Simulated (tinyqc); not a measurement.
Bandgap voltage reference from two bipolar transistors: two steps of the calculation.

Two transistors of area 1 and N carry the same current I. Is(T) = Is (T/T0)^eta exp[(Vg0 q/kB)(1/T0 - 1/T)], VBE1 = Vt ln(I/Is(T)) + I rb, VBE2 = Vt ln(I/(N Is(T))) + I rb/N. The amplifier forces I R1(T) = VBE1 - VBE2 + Vos, with R(T) = R (1 + tc (T - T0)) for both resistors, and the output is Vref = VBE1 + I R2(T). Base currents and the Early effect are neglected.

Inputs (values chosen for the exercise); values of the order met in silicon bipolar transistors:
- T0 = 323 K (reference temperature)
- Vg0 = 1.18 V (band-gap voltage extrapolated to 0 K)
- eta = 3.6 (temperature exponent of the saturation current)
- Is = 2.3e-18 A (saturation current of the unit transistor at T0)
- N = 4 (area ratio of the second transistor)
- R1 = 26 kohm (resistor across which the difference of VBE falls, at T0)
- tc = 1300 ppm/K (temperature coefficient of both resistors)
- Vos = -1.6 mV (offset of the amplifier)
- rb = 0 ohm (series resistance of the unit transistor)
- R2 = 336.6 kohm (output resistor at T0)
- T = 358 K (temperature)

Constants: q = 1.602176634e-19 C, kB = 1.380649e-23 J/K. Results are converted to the units shown.

Task 1. Operating point at another temperature. Vt = kB T/q; I = (Vt ln N + Vos)/(R1(T) - rb (1 - 1/N)).

Wanted: Vt; I; Is(T); VBE1; I R2; Vref.

Result 1.

Vt = 0.030850 V
I = 1.5144 uA
Is(T) = 2.1018e-16 A
VBE1 = 0.70024 V
I R2 = 0.53296 V
Vref = 1.2332 V

From T0 to T, VBE1 changes by -55.5 mV and I R2 by 54.1 mV, which leaves -1.34 mV in Vref.

Task 2. Resistor for zero slope at T0, ideal case. With tc = 0, Vos = 0 and rb = 0 the current is proportional to T, dVBE/dT = (VBE - Vg0 - (eta - 1) Vt)/T, and Vref has zero slope at T0 when Vref = Vg0 + (eta - 1) Vt0. Find VBE1, its slope, that Vref, R2/R1 and the curvature d2Vref/dT2 = -(eta - 1) kB/(q T0).

Wanted: VBE1; dVBE/dT; Vref; R2/R1; curvature.

Result 2.

VBE1 = 0.75689 V
dVBE/dT = -1.5340 mV/K
Vref = 1.2524 V
R2/R1 = 12.841
curvature = -0.69366 uV/K^2

Program tinyqc, `OMP_NUM_THREADS=1 python tinyqc.py 2062120 2062121 out.jsonl`; Intel Xeon 2.30GHz, shared host, one thread, about 0.02 s.
